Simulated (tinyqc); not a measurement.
Inside a calculation. Method: tight binding, honeycomb lattice. One step of it, computed by the program tinyqc.

Problem. Levels at k. Diagonalise the Hermitian matrix.

H(k) at k (eV), order A, B:
$$\begin{pmatrix}
2.718596 & -2.150029-0.107845i \\
-2.150029+0.107845i & -2.717741
\end{pmatrix}$$

Give: eigenvalues; weights |c|^2 of the basis functions.

Solution.

eigenvalues (eV): [-3.4669, 3.4678]

weights |c|^2 of the basis functions, order A, B:
$$\begin{pmatrix}
0.1080 & 0.8920 \\
0.8920 & 0.1080
\end{pmatrix}$$
